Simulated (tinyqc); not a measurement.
Strain-driven roughening and islands of a mismatched epitaxial film: one step, computed by the program tinyqc. Command: `OMP_NUM_THREADS=1 python tinyqc.py 3003942 3003943 out.jsonl island walk`. One thread of a shared host (Intel(R) Xeon(R) Processor @ 2.30GHz), about 0.01 s of CPU time with the checks.

Film and substrate share isotropic elastic constants; the film is coherent and biaxially strained.

Question. Which shape at the volume V. Shallow faceted island (Tersoff form): E = 4 Gam V^(2/3) tan^(1/3)(theta) - 6 c V tan(theta), Gam = gamma [x/sin(theta) - 1/tan(theta)], x the facet energy over gamma, c = stress^2 (1 - nu)/(2 pi G). The two energies cross at V_x^(1/3) = 4 [Gam_2 t2^(1/3) - Gam_1 t1^(1/3)]/(6 c (t2 - t1)), t = tan(theta); mu = dE/dV.

Inputs (values chosen for the exercise, modelled on InAs on GaAs):
```
quantity                                    value     unit
shear modulus G                              31.2      GPa
Poisson ratio nu                             0.32        -
surface energy gamma                        0.709    J/m^2
contact angle of the shallow shape theta_1     12  degrees
contact angle of the steep shape theta_2     33.4  degrees
facet energy of shape 1 over gamma          1.008        -
facet energy of shape 2 over gamma          0.991        -
island volume V                              3900     nm^3
```

stress = 8.903012 GPa

Gam of shape 2 = 0.2011185 J/m^2

Gam of shape 1 = 0.1017997 J/m^2

c = 0.2749466 GPa

Constants: e = 1.602176634e-19 C.

Give: E of shape 1; E of shape 2; crossing volume V_x; jump of mu at V_x, shape 2 less shape 1.

Answer.

E of shape 1 = -8160 eV

E of shape 2 = -25395 eV

crossing volume V_x = 0.2386 nm^3

jump of mu at V_x, shape 2 less shape 1 = -245.7 MJ/m^3

At V the steep shape is lower. At V_x the chemical potential drops, so islands that have turned steep grow at the cost of the shallow ones. Caution: a critical volume below 1 nm^3 holds fewer than a hundred atoms, so a continuum barrier there has no physical meaning. Caution: a crossing volume under 5 nm^3 is too small for these continuum energies. Caution: the shallow-slope form overstates the relaxation of facets steeper than about 25 degrees.
